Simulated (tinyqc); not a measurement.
Standing waves and exposure in a photoresist film, step by step. Values are carried at full precision from step to step, so a last printed digit may differ when a step is redone from the rounded ones.

Normal incidence from air. Unexposed resist: N1 = n1 + i k1 with k1 = (A + B) lam/(4 pi), lam in micrometres. r01 = (1 - N1)/(1 + N1), t01 = 2/(1 + N1). Below the resist lie the layer Na = na + i ka and the substrate Ns = ns + i ks: r12 = (r1a + ras x)/(1 + r1a ras x), x = exp(4 pi i Na da/lam), r1a = (N1 - Na)/(N1 + Na), ras = (Na - Ns)/(Na + Ns). With p = exp(2 pi i N1 d/lam), the field at depth z is E(z) = t01 [exp(2 pi i N1 z/lam) + r12 p^2 exp(-2 pi i N1 z/lam)]/(1 + r01 r12 p^2), the relative intensity I(z) = n1 |E(z)|^2 and the reflectance R = |(r01 + r12 p^2)/(1 + r01 r12 p^2)|^2.

Parameters, chosen for this exercise (a resist on Cu, indices near tabulated ones; the results hold for these values, not for the real material):
```
symbol  value  unit          meaning
lam     193    nm            vacuum wavelength
n1      1.69                 resist index
A       0.15   1/micrometre  bleachable absorption (Dill A)
B       0.63   1/micrometre  fixed absorption (Dill B)
d       115    nm            resist thickness
ns      0.959                substrate n
ks      1.42                 substrate k
na      1.837                n of the bottom antireflection layer
ka      0.386                its k
da      68     nm            its thickness
C       0.014  cm^2/mJ       exposure rate (Dill C)
D       30     mJ/cm^2       incident dose
Ld      20     nm            diffusion length of the post-exposure bake
```

## Interface coefficients

Form N1, r01, t01 and r12.

N1 = 1.69000+0.01198i
r01 = -0.2565-0.0033i
t01 = 0.7435-0.0033i
r12 = 0.0153-0.0706i
|r12|^2 = 0.0052

Next to the bottom the intensity swings by a factor ((1 + |r12|)/(1 - |r12|))^2 = 1.34 between antinode and node; without the layer |r12|^2 would be 0.2776.

## Round trip and reflectance

Form p^2, the denominator and R; the period of the standing wave is lam/(2 n1).

p^2 = 0.9107+0.0803i
1 + r01 r12 p^2 = 0.9948+0.0161i
R = 0.0612
period = 57.10 nm

The film holds 2.01 periods.

## Intensity and exposure over the lowest period

Nine depths from d - period to d. Without bleaching during the exposure the share of unexposed compound is m = exp(-C D I).

Profile:
```
z (nm)      I      m
57.9    0.933  0.676
65.0    0.834  0.704
72.2    0.775  0.722
79.3    0.787  0.719
86.4    0.860  0.697
93.6    0.949  0.671
100.7   0.999  0.657
107.9   0.977  0.663
115.0   0.894  0.687
```

I runs from 0.775 to 0.999 on these points, so m runs from 0.657 to 0.722; the least exposed point listed lies 42.8 nm above the bottom.

## Smoothing by the bake

Gaussian diffusion of length Ld multiplies a cosine of period L by exp(-2 pi^2 Ld^2/L^2). Give that factor, and the Ld that leaves 10 %.

factor = 0.0888
Ld for 10 % = 19.50 nm

## Checks

- R against the transfer-matrix product: both 0.061161.

Run: tinyqc, `OMP_NUM_THREADS=1 python tinyqc.py 1680707 1680708 out.jsonl`; Intel(R) Xeon(R) Processor @ 2.30GHz, one thread, shared host; about 0.01 s of CPU time with all checks.
